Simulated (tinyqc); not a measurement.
# MOSFET in the linear regime without short-channel effects, parameter extraction from computed curves: what changes with what

Inversion charge Q = Cox n Vt W0(exp((Vg - VT)/(n Vt))), W0 the Lambert function and n = nf; u = Q/Cox; mobility mu = mu0/(1 + th1 u + th2 u^2); channel resistance Rch = (L - dL)/(W mu Q); Id = Vd/(Rch + Rsd/W). Cox = eps0 eox/tox. Small Vd, no channel-length or drain effects.

Values chosen for this exercise; channel values of the order met in silicon transistors:
- T = 300 K (temperature)
- eox = 3.9 (relative permittivity of the gate insulator (close to silicon dioxide))
- tox = 3.3 nm (insulator thickness)
- mu0 = 220 cm^2/(V s) (low-field mobility)
- th1 = 0.28 1/V (first mobility attenuation factor)
- th2 = 0 1/V^2 (second mobility attenuation factor)
- VT = 0.43 V (threshold voltage)
- nf = 1.45 (body factor)
- W = 0.5 um (gate width)
- L = 0.14 um (drawn gate length)
- dL = 0.017 um (drawn less effective length)
- Rsd = 360 ohm um (source plus drain resistance)
- Vd = 0.025 V (drain voltage)

Constants: q = 1.602176634e-19 C, kB = 1.380649e-23 J/K, Vt = kB T/q, eps0 = 8.8541878128e-14 F/cm where lengths are in cm. Results are converted to the units shown.

Each table varies one quantity; the others keep the values above.

## Extraction methods against the second mobility attenuation factor

From the continuous curve Id(Vg): tangent at peak gm (V_ext = Vg - Id/gm); constant current Id = 0.1 uA W/L; peak of d2Id/dVg2; Y = Id/sqrt(gm) drawn through Vg = VT + 0.6 and VT + 0.8 V, with intercept VT_Y and slope s. Mobilities gm,max L/(W Cox Vd) and s^2 L/(W Cox Vd) with the drawn L. Last column: share of Rsd/W in the total resistance at VT + 0.8 V.

Extraction methods against the second mobility attenuation factor:

| th2 (1/V^2) | V_ext (V) | constant current (V) | second derivative (V) | VT_Y (V) | mobility from gm (cm^2/(V s)) | mobility from Y (cm^2/(V s)) | series share (%) |
|---|---|---|---|---|---|---|---|
| 0 | 0.418 | 0.412 | 0.415 | 0.476 | 154 | 222 | 28.1 |
| 0.06 | 0.418 | 0.412 | 0.415 | 0.490 | 153 | 237 | 27.6 |
| 0.12 | 0.418 | 0.412 | 0.415 | 0.504 | 153 | 254 | 27.1 |
| 0.18 | 0.417 | 0.412 | 0.415 | 0.518 | 153 | 272 | 26.7 |
| 0.24 | 0.417 | 0.412 | 0.415 | 0.532 | 152 | 292 | 26.2 |
| 0.3 | 0.417 | 0.412 | 0.415 | 0.546 | 152 | 315 | 25.8 |
| 0.36 | 0.416 | 0.412 | 0.415 | 0.560 | 151 | 339 | 25.4 |

The model has VT = 0.43 V and mu0 = 220 cm^2/(V s). Over the table the extracted thresholds move by 2.0 mV (tangent), under 0.5 mV (constant current), under 0.5 mV (second derivative), 84 mV (Y function). The mobility from gm falls from 154 to 151 and that from Y rises from 222 to 339 cm^2/(V s).

## Extraction methods against the first mobility attenuation factor

Same model as above.

Results:

| th1 (1/V) | V_ext (V) | constant current (V) | second derivative (V) | VT_Y (V) | mobility from gm (cm^2/(V s)) | mobility from Y (cm^2/(V s)) | series share (%) |
|---|---|---|---|---|---|---|---|
| 0 | 0.426 | 0.412 | 0.417 | 0.476 | 165 | 222 | 31.8 |
| 0.4 | 0.416 | 0.412 | 0.414 | 0.476 | 150 | 222 | 26.7 |
| 0.6 | 0.412 | 0.413 | 0.413 | 0.476 | 144 | 222 | 24.8 |
| 0.8 | 0.409 | 0.413 | 0.412 | 0.476 | 138 | 222 | 23.1 |
| 1 | 0.406 | 0.413 | 0.410 | 0.476 | 134 | 222 | 21.6 |
| 1.2 | 0.404 | 0.413 | 0.409 | 0.476 | 129 | 222 | 20.3 |

Estimate the missing row, th1 = 0.2 1/V.

Computed row:

| th1 (1/V) | V_ext (V) | constant current (V) | second derivative (V) | VT_Y (V) | mobility from gm (cm^2/(V s)) | mobility from Y (cm^2/(V s)) | series share (%) |
|---|---|---|---|---|---|---|---|
| 0.2 | 0.420 | 0.412 | 0.415 | 0.476 | 157 | 222 | 29.0 |

With this row back in the table: The model has VT = 0.43 V and mu0 = 220 cm^2/(V s). Over the table the extracted thresholds move by 22 mV (tangent), 0.99 mV (constant current), 7.5 mV (second derivative), under 0.5 mV (Y function). The mobility from gm falls from 165 to 129 and that from Y stays near 222 cm^2/(V s).

Numbers from tinyqc (`OMP_NUM_THREADS=1 python tinyqc.py 2210077 2210078 out.jsonl`; about 0.01 s on one thread of a shared Intel Xeon 2.30GHz).
